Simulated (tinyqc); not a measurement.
# Worked calculation: energy and delay of logic against supply voltage

Program tinyqc, `OMP_NUM_THREADS=1 python tinyqc.py 2082185 2082186 out.jsonl`; Intel Xeon 2.30GHz, shared host, one thread, about 0.01 s. Printed values are rounded.

One expression serves below and above threshold: I(Vg) = Ik [ln(1 + exp((Vg - VT + dd V)/(al nf Vt)))]^al, with I_on = I(V) and I_off = I(0). Gate delay td = kd C V/I_on, clock period LD td. Per gate and cycle the switching energy is act C V^2 and the leakage energy I_off V LD td. No short-circuit current, no variation. Minima are sought above 0.09 V; below a few Vt gates no longer switch and the model has no meaning.

Values chosen for this exercise; values of the order met in logic technologies:
```
symbol  value  unit                               meaning
T         300     K                           temperature
VT       0.27     V  threshold voltage at zero drain bias
nf       1.18                                slope factor
dd       0.03         barrier lowering per volt of supply
Ik        2.2    uA            specific current of a gate
al       1.41                 exponent of the current law
C           2    fF            load capacitance of a gate
kd        1.1                                delay factor
LD         40                                 logic depth
act      0.01                             activity factor
V        0.45     V                        supply voltage
```

Constants: q = 1.602176634e-19 C, kB = 1.380649e-23 J/K, Vt = kB T/q. Results are converted to the units shown.

## Currents, delay and energies

I_on, I_off, td, clock frequency 1/(LD td), both energies and their sum.

I_on = 18.3983 uA
I_off = 0.489703 nA
td = 53.8094 ps
clock frequency = 0.464603 GHz
switching energy = 4.05 aJ
leakage energy = 0.474311 aJ
energy = 4.52431 aJ

I_on/I_off = 37600; leakage makes up 10.5 % of the energy.

## Starting value

V = 0.27 V.

V at the start = 0.27 V

## Iteration 1: new V

Minimum-energy supply: E(V) is the energy per gate and cycle; with h = 0.001 V, E' = (E(V + h) - E(V - h))/(2 h), E'' = (E(V - h) - 2 E(V) + E(V + h))/h^2, V(new) = V - E'/E''.

E' = -14.0423 aJ/V
E'' = 586.258 aJ/V^2
V after iteration 1 = 0.293952 V

## Iteration 2: new V

As before.

E' = -3.02243 aJ/V
E'' = 354.426 aJ/V^2
V after iteration 2 = 0.302480 V

## Iteration 3: new V

As before.

E' = -0.248230 aJ/V
E'' = 298.060 aJ/V^2
V after iteration 3 = 0.303313 V

## Course of the iteration

Stop when the step is below 1e-9 V, or after 40 iterations.

Course of the iteration:
```
iteration  V before the step (V)  step (V)
1                           0.27    0.0240
2                       0.293952   8.53e-3
3                       0.302480   8.33e-4
4                       0.303313   6.98e-6
5                       0.303320  2.11e-10
```

Converged in 5 iterations. There leakage makes up 36.9 % of the energy and the clock runs at 120 MHz.
